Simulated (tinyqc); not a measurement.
Inside a calculation: thin-film optics by transfer matrices. Values are carried at full precision from step to step, so a last printed digit may differ when a step is redone from the rounded ones.

Indices N = n + i k. Snell: N0 sin(theta) = N_j sin(theta_j), with Im(N_j cos theta_j) >= 0. Admittance y_j = N_j cos theta_j for s and N_j/cos theta_j for p. Phase delta_j = 2 pi N_j cos theta_j d_j/lambda. Layer matrix [[cos delta, -i sin delta/y], [-i y sin delta, cos delta]], multiplied from the top down to M. (B, C) = M (1, y_sub); r = (y0 B - C)/(y0 B + C), R = |r|^2, T = 4 Re y0 Re y_sub/|y0 B + C|^2, absorbed in the films 1 - R - T.

Parameters, chosen for this exercise (indices near those of polySi, SiO2 on polySi; not measured data): lam = 193 nm (vacuum wavelength); n0 = 1.44 (ambient index); n = (1.005, 1.54, 1.019) (n of polySi, SiO2, substrate); k = (2.271, 0, 2.153) (k in the same order); d = (30.9, 102) nm (thicknesses, top first); theta = 70 degrees (angle of incidence); pol = s (polarisation).

## Angles, admittances and phases

Form cos theta_j, y_j and delta_j.

cos theta_j: ambient 0.3420, film 1 1.0998+0.0999i, film 2 0.4774, substrate 1.1034+0.1131i

y_j: ambient 0.49251, film 1 0.87847+2.59811i, film 2 0.73523, substrate 0.88082+2.49077i

delta_j (rad): film 1 0.88370+2.61359i, film 2 2.44144

## Layer matrices and their product

Form each matrix and multiply from the top down.

matrix of film 1:
```
[[4.3516-5.2473i, -1.3292-2.1065i],
 [17.5621+6.5260i, 4.3516-5.2473i]]
```

matrix of film 2:
```
[[-0.7647, -0.8764i],
 [-0.4737i, -0.7647]]
```

M:
```
[[-4.3258+4.6425i, -3.5820-2.2027i],
 [-15.9164-7.0522i, 2.3912-11.3780i]]
```

Each matrix has determinant 1, and so has M.

## Reflection and transmission

Close the stack on the substrate.

B, C: [-1.9945-6.2196i, 14.5298-11.1182i]

r = -0.8433-0.2882i
R = 0.7943
T into the substrate = 0.0045
absorbed in the films = 0.2012

The bare substrate would reflect 0.7855.

## Ellipsometric angles

Ellipsometry: rho = tan(Psi) exp(i Delta) = -conj(r_p/r_s) with the r of the admittance formula, Delta in 0 to 360 degrees, so that a bare dielectric at small angles gives Delta = 180.

Repeat the steps for both polarisations.

r_s = -0.8433-0.2882i
r_p = 0.3976-0.5209i
Psi = 36.33 degrees
Delta = 71.51 degrees

## Checks

- R against the recursion of Airy sums from the substrate up: both 0.79425.

tinyqc: `OMP_NUM_THREADS=1 python tinyqc.py 1651859 1651860 out.jsonl`; about 0.01 s, one thread, shared Intel(R) Xeon(R) Processor @ 2.30GHz.
